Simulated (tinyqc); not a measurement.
Worked calculation: MP2 on RHF in the 6-31g basis, for H2, spin multiplicity 1. One step of it, computed by the program tinyqc.

Question. Second-order Moller-Plesset energy. E2 = sum_ijab (ia|jb) [2 (ia|jb) - (ib|ja)] / (e_i + e_j - e_a - e_b) over occupied i, j and virtual a, b; the opposite-spin part is (ia|jb)^2 / denominator, the rest is same-spin, and SCS-MP2 scales them by 6/5 and 1/3.

orbital energies (hartree): MO1 -0.541617, MO2 0.183920, MO3 0.874667, MO4 1.203108

Two-electron integrals over orbitals (pq|rs), unique and non-zero (hartree):
```
(11|11) 0.585058    (21|21) 0.100958    (22|11) 0.439178    (22|22) 0.396932
(31|11) 0.142045    (31|22) 0.063855    (31|31) 0.098018    (32|21) 0.001416
(32|32) 0.035305    (33|11) 0.510530    (33|22) 0.396339    (33|31) 0.119009
(33|33) 0.469815    (41|21) -0.081022   (41|32) -0.042508   (41|41) 0.116875
(42|11) -0.139449   (42|22) -0.067926   (42|31) -0.079888   (42|33) -0.113724
(42|42) 0.079183    (43|21) -0.110854   (43|32) -0.027172   (43|41) 0.125812
(43|43) 0.162043    (44|11) 0.589998    (44|22) 0.447376    (44|31) 0.178139
(44|33) 0.536445    (44|42) -0.164953   (44|44) 0.655507
```

Hartree-Fock energy = -1.10533641 hartree

Give: Terms; Pair energies; MP2 correlation energy; SCS-MP2 correlation energy; MP2 total energy.

Answer.

Terms:
```
i  j  a  b  (ia|jb)  (ib|ja)  denominator       term
1  1  2  2    0.101    0.101       -1.451     -0.007
1  1  4  4    0.117    0.117       -3.489  -3.91e-03
1  1  3  3    0.098    0.098       -2.833  -3.39e-03
1  1  2  4   -0.081   -0.081       -2.470  -2.66e-03
1  1  4  2   -0.081   -0.081       -2.470  -2.66e-03
```

Pair energies (hartree; pair i-j sums ij and ji):
```
pair  opposite spin  same spin
1-1          -0.020      0.000
```

MP2 correlation energy = -0.01965 hartree

SCS-MP2 correlation energy = -0.02357 hartree

MP2 total energy = -1.12498 hartree
